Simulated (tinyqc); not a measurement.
ROHF in the sto-6g basis, for H3, spin multiplicity 2, step by step. One step of it, computed by the program tinyqc.

Question. Iteration 3: Roothaan effective Fock matrix. With projectors Pc = D(beta) S, Po = (D(alpha) - D(beta)) S, Pv = 1 - D(alpha) S, the block xy is Px^T F Py; with Fc = (F(alpha) + F(beta))/2, the blocks are Fc for cc, oo, vv and cv, F(beta) for co and F(alpha) for ov.

F(alpha) (hartree), order 1H 1s, 2H 1s, 3H 1s:
```
[[-0.190234, -0.291257, -0.291257],
 [-0.291257, -0.332275, -0.005952],
 [-0.291257, -0.005952, -0.332275]]
```

F(beta) (hartree), order 1H 1s, 2H 1s, 3H 1s:
```
[[-0.174764, -0.250734, -0.250734],
 [-0.250734, 0.055795, -0.089073],
 [-0.250734, -0.089073, 0.055795]]
```

D(alpha) after iteration 2, order 1H 1s, 2H 1s, 3H 1s:
```
[[0.365189, 0.254355, 0.254355],
 [0.254355, 0.689448, -0.335131],
 [0.254355, -0.335131, 0.689448]]
```

D(beta) after iteration 2, order 1H 1s, 2H 1s, 3H 1s:
```
[[0.365189, 0.254355, 0.254355],
 [0.254355, 0.177158, 0.177158],
 [0.254355, 0.177158, 0.177158]]
```

overlap S, order 1H 1s, 2H 1s, 3H 1s:
```
[[1.000000, 0.267338, 0.267338],
 [0.267338, 1.000000, 0.023989],
 [0.267338, 0.023989, 1.000000]]
```

Give: effective F.

Answer.

effective F (hartree), order 1H 1s, 2H 1s, 3H 1s:
```
[[-0.1825, -0.2710, -0.2710],
 [-0.2710, -0.1382, -0.0475],
 [-0.2710, -0.0475, -0.1382]]
```
